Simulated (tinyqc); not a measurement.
Ionisation ratio from the excess noise.

Inverse problem. In the local model of an avalanche photodiode F = k M + (1 - k)(2 - 1/M), k the ratio of the ionisation coefficient of the other carrier to that of the injected one. Find k and F at twice the gain.

M = 24
excess noise factor F = 9.2320833

Answer. F is linear in k: k = (F - 2 + 1/M)/(M - 2 + 1/M).

k = 0.330
F at 2 M = 17.2

Numbers from tinyqc (`OMP_NUM_THREADS=1 python tinyqc.py 2120131 2120132 out.jsonl`; about 0.04 s on one thread of a shared Intel Xeon 2.30GHz).
